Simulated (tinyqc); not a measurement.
Doping from the body effect.

Question. The threshold of a long MOSFET, counted against the source, shifts by gamma (sqrt(2 phiF + Vsb) - sqrt(2 phiF)) with gamma = sqrt(2 eps0 eps_r q N)/Cox. Find 2 phiF, gamma and N from two shifts.

Parameters, values chosen for the exercise: relative permittivity eps_r = 11.6.

Constants: q = 1.602176634e-19 C, eps0 = 8.8541878128e-14 F/cm where lengths are in cm. Results are converted to the units shown.

|VT - VT(0)| at source-body biases 1 and 3.3 V (V): [0.010623522, 0.026241408]
Cox = 1.3163226 uF/cm^2

Solution. The ratio of the shifts depends on 2 phiF alone and rises steadily with it, so it fixes 2 phiF; either shift then gives gamma, and gamma gives N.

2 phiF = 0.651 V
gamma = 0.0222 V^0.5
N = 2.60e15 cm^-3

tinyqc, about 0.01 s, one thread, Intel Xeon 2.30GHz (shared host): `OMP_NUM_THREADS=1 python tinyqc.py 2060156 2060157 out.jsonl`
